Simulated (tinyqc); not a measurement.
Worked calculation: self-consistent Fermi level with native defects, at growth and after a quench. Computed by tinyqc, a small Python program that keeps every step. Command: `OMP_NUM_THREADS=1 python tinyqc.py 3007023 3007024 out.jsonl scfermi walk`. One thread of a shared host (Intel(R) Xeon(R) Processor @ 2.30GHz), about 0.07 s of CPU time with the checks. Intermediate numbers are printed to about 7 digits and carried at full precision; extremes and crossings named in words are read from the listed rows.

Energies are counted from the top of the valence band (VBM); when the gap shrinks with temperature the conduction band moves and the levels stay. D and A draw on one reservoir with opposite signs, as the two vacancies of a compound do.

Inputs (values chosen for the exercise, with bands modelled on GaN):
```
quantity                                value   unit
gap E_g at 300 K                         3.39     eV
slope -dE_g/dT above 300 K            0.00071   eV/K
electron mass m_e                       0.198    m_0
valleys M_c                                 1      -
hole mass m_h                            1.45    m_0
E_f of the neutral native donor D       2.412     eV
E_f of the neutral native acceptor A    2.272     eV
shift s of the chemical potential       -0.13     eV
site density N_s                      3.3e+22  cm^-3
dopant density N_X                          0  cm^-3
growth temperature T_g                   1400      K
temperature of use T                      400      K
```

Added shallow dopant: none.

levels of D above the VBM, most positive state first (eV): 2.19

levels of A above the VBM, (0/-1) first (eV): 0.553  1.48  1.62

Constants: m_0 = 9.1093837015e-31 kg; k_B = 1.380649e-23 J/K; h = 6.62607015e-34 J s; k_B = 8.617333262e-05 eV/K.

## Formation energies at E_F = 0

E_f(D, 0) = input + s and E_f(A, 0) = input - s; E_f(q, E_F = 0) follows from the levels, eps(q/q-1) = E_f(q - 1) - E_f(q) at E_F = 0.

E_f(q, E_F = 0) (eV): D(+1) 0.092, D(0) 2.282, A(0) 2.402, A(-1) 2.955, A(-2) 4.435, A(-3) 6.055

## Bands at growth

E_g(T) = E_g - slope x max(0, T - 300 K). N_c = 2 M_c (2 pi m_e k_B T/h^2)^(3/2) and N_v = 2 (2 pi m_h k_B T/h^2)^(3/2), masses in units of m_0. At growth T = T_g.

E_g(T_g) = 2.609 eV

N_c(T_g) = 2.228846e+19 cm^-3

N_v(T_g) = 4.417069e+20 cm^-3

k_B T_g = 0.1206427 eV

## Charges across the gap at T_g

n = N_c F_1/2((E_F - E_g)/k_B T), p = N_v F_1/2(-E_F/k_B T). F_1/2(eta) = (2/sqrt(pi)) int_0^infinity sqrt(x)/(1 + exp(x - eta)) dx, by the trapezoid rule in t = sqrt(x) with step 0.02 up to t = 12 (for eta < -12 by exp(eta) - exp(2 eta)/2^(3/2)). In equilibrium c_q = N_s exp(-(E_f(q, 0) + q E_F)/k_B T). Net charge = p - n + sum q c_q; the log ratio is ln(positive charge/negative charge). Entries near or above N_s lie outside the dilute limit and only show that E_F cannot go there.

Densities (cm^-3):
```
E_F (eV)             n             p   charge on D   charge on A  log ratio
0.130     2.655050e+10  1.350256e+20  5.240215e+21  2.233436e+12   21.58971
0.522     6.842434e+11  5.807623e+18  2.033346e+20  5.759815e+13   15.09322
0.913     1.748834e+13  2.282441e+17  7.955604e+18  1.497963e+15    8.59420
1.304     4.469754e+14  8.931773e+15  3.112685e+17  5.699326e+16    1.71820
1.696     1.151716e+16  3.465794e+14  1.207806e+16  4.528410e+19   -8.20128
2.087     2.930517e+17  1.356016e+13  4.725624e+14  5.536227e+23  -20.85329
2.479     6.813370e+18  5.261711e+11  1.833670e+13  9.350833e+27  -33.83705
```

## Equilibrium at growth

E_F is the root of the log ratio, by 50 bisections between -0.5 eV and E_g + 0.5 eV.

E_F at growth = 1.387276 eV

n at growth = 8.913785e+14 cm^-3

p at growth = 4.478759e+15 cm^-3

Defects at growth:
```
state  E_f (eV)     c (cm^-3)
D(+1)  1.479276  1.560823e+17
D(0)   2.282000  2.012220e+14
A(0)   2.402000  7.442083e+13
A(-1)  1.567724  7.498201e+16
A(-2)  1.660447  3.476695e+16
A(-3)  1.893171  5.051242e+15
```

total D = 1.562835e+17 cm^-3

total A = 1.148746e+17 cm^-3

The largest part of the positive charge comes from charged D (97 %) and that of the negative charge from charged A (99 %).

## After the quench to T

After a quench the totals of D and A stay as grown, and each is shared among its charge states with weights exp(-(E_f(q, 0) + q E_F)/k_B T).

E_F after the quench = 1.459410 eV

n after the quench = 1.265263e-05 cm^-3

p after the quench = 27.62293 cm^-3

Frozen defects:
```
state     c (cm^-3)  share of its total
D(+1)  1.562835e+17        1.000000e+00
D(0)   9.747424e+07        6.237015e-10
A(0)   2.805994e+05        2.442658e-12
A(-1)  7.385089e+16        6.428826e-01
A(-2)  4.063861e+16        3.537649e-01
A(-3)  3.851231e+14        3.352551e-03
```

The material is insulating: E_F lies so deep that free carriers are negligible. E_F lies within 0.60 k_B T of the level of A at 1.48 eV.

## Slow cooling against a quench

Each E_F by bisection; full equilibrium lets the defects form and vanish at every T.

Two histories (densities in cm^-3):
```
T (K)  E_F, equilibrium (eV)             n             p   all defects  E_F, frozen (eV)     n, frozen     p, frozen
1200                1.395886  3.601080e+13  4.811151e+14  3.257847e+16          1.395651  3.592902e+13  4.822102e+14
1000                1.404133  4.220174e+11  2.235740e+13  1.681601e+15          1.412687  4.660577e+11  2.024473e+13
800                 1.411980  5.740444e+08  2.429383e+11  1.979770e+13          1.430059  7.461684e+08  1.868980e+11
600                 1.419318  1.077046e+04  1.483966e+08  1.214433e+10          1.445971  1.803473e+04  8.862346e+07
400                 1.425966  4.795053e-06  7.288818e+01  4.639665e+03          1.459410  1.265263e-05  2.762293e+01
```

At 400 K equilibrium would leave 4640 defects per cm^3 against 2.71e17 frozen in, and E_F differs by +0.033 eV. Both histories end semi-insulating. Real samples lie between, set by the temperature at which diffusion stops.

Checks made by the program: neutrality at growth (relative difference below 1e-10).
